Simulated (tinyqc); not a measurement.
Spin coating of a resist or spin-on film: centrifugal thinning, evaporation and the final thickness (Emslie and Meyerhofer models): one step, computed by the program tinyqc.

A Newtonian film stays uniform over the wafer; solvent and solids have the same density and the concentration is uniform through the thickness.

Task: Rates. omega = 2 pi f/60; nu(c) = nu_s + k c^gamma; evaporation rate e = e0 sqrt(f/1000 rpm). Flow constant K = 2 omega^2/(3 nu(c0)); Reynolds number of the air omega R^2/nu_air with nu_air = 15 mm^2/s.

Inputs (values chosen for the exercise, of the order of those of a polymer resist in an ester solvent): solids volume fraction c0 = 0.11; kinematic viscosity of the solvent nu_s = 1.2 mm^2/s; viscosity constant k = 3800 mm^2/s; viscosity exponent gamma = 3.4; spin speed f = 5000 rpm; evaporation rate at 1000 rpm e0 = 0.17 micrometre/s; wafer radius R = 50 mm.

Give: omega; nu(c0); evaporation rate e; flow constant K; Reynolds number of the air.

Result:

omega = 523.6 1/s

nu(c0) = 3.292 mm^2/s

evaporation rate e = 0.3801 micrometre/s

flow constant K = 0.05552 1/(micrometre^2 s)

Reynolds number of the air = 87266
